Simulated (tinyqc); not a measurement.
Long-channel MOSFET, surface-potential model: potential, charge and velocity along the channel.

n-channel transistor on a uniformly doped p-type body, gradual-channel approximation, constant mobility, Boltzmann statistics, full ionisation. Potentials are counted from the neutral body; V is the electron quasi-Fermi potential, Vsb at the source and Vsb + Vds at the drain. Charges are magnitudes per area.

ni = sqrt(Nc Nv) exp(-Eg/(2 Vt)), Eg in volts; phiF = Vt ln(Na/ni); Cox = eps0 eox/tox; gamma = sqrt(2 q eps0 eps_r Na)/Cox. The surface potential psi at channel potential V solves Vgs + Vsb - Vfb - psi = gamma sqrt(G), G = psi - Vt + Vt exp((psi - 2 phiF - V)/Vt). Charge sheet: Qi = Cox gamma [sqrt(G) - sqrt(psi - Vt)]; I = mu (W/L) [integral of Qi dpsi from psi_0 to psi_L (drift) + Vt (Qi0 - QiL) (diffusion)], with psi_0 at V = Vsb and psi_L at V = Vsb + Vds. The current is the same at every point, so the place y where the channel potential is Vsb + v follows from y/L = I(Vds = v)/I(Vds); the mean carrier velocity is I/(W Qi).

Values chosen for this exercise; material values close to those of gallium nitride: temperature T = 325 K; band gap Eg = 3.43 eV; relative permittivity of the semiconductor eps_r = 9.65; conduction-band density of states at T Nc = 2.6e18 cm^-3; valence-band density of states at T Nv = 5.29e19 cm^-3; acceptor density of the body Na = 1.7e16 cm^-3; relative permittivity of the gate insulator eox = 7.51; insulator thickness tox = 10 nm; flat-band voltage Vfb = -1.38 V; channel mobility mu = 280 cm^2/(V s); gate width W = 20 um; gate length L = 1 um; source-body reverse bias Vsb = 0.3 V; gate-source voltage Vgs = 2.35 V; drain-source voltage Vds = 0.5 V.

Constants: q = 1.602176634e-19 C, kB = 1.380649e-23 J/K, Vt = kB T/q, eps0 = 8.8541878128e-14 F/cm where lengths are in cm. Results are converted to the units shown.

Along the channel:
```
v (V)	psi (V)	Qi (nC/cm^2)	y/L	velocity (cm/s)
0.058	3.596	159.4	0.2997	5.785e5
0.116	3.646	125.8	0.5411	7.329e5
0.174	3.693	93.48	0.7263	9.864e5
0.232	3.738	63.04	0.8581	1.463e6
0.291	3.778	35.40	0.9421	2.605e6
0.349	3.809	14.37	0.9833	6.417e6
0.407	3.825	3.349	0.9970	2.753e7
0.465	3.829	0.4952	0.9997	1.862e8
```

What does the table show?

Half of the listed voltage range, v = 0.232 V, is reached at y/L = 0.858. The charge falls from 159 to 0.495 nC/cm^2 over the rows, so the velocity rises by a factor of 322 to keep the current constant. The last velocity exceeds 1e7 cm/s, a usual saturation velocity, so constant mobility fails there.

Numbers from tinyqc (`OMP_NUM_THREADS=1 python tinyqc.py 2360061 2360062 out.jsonl`; about 0.04 s on one thread of a shared Intel Xeon 2.30GHz).
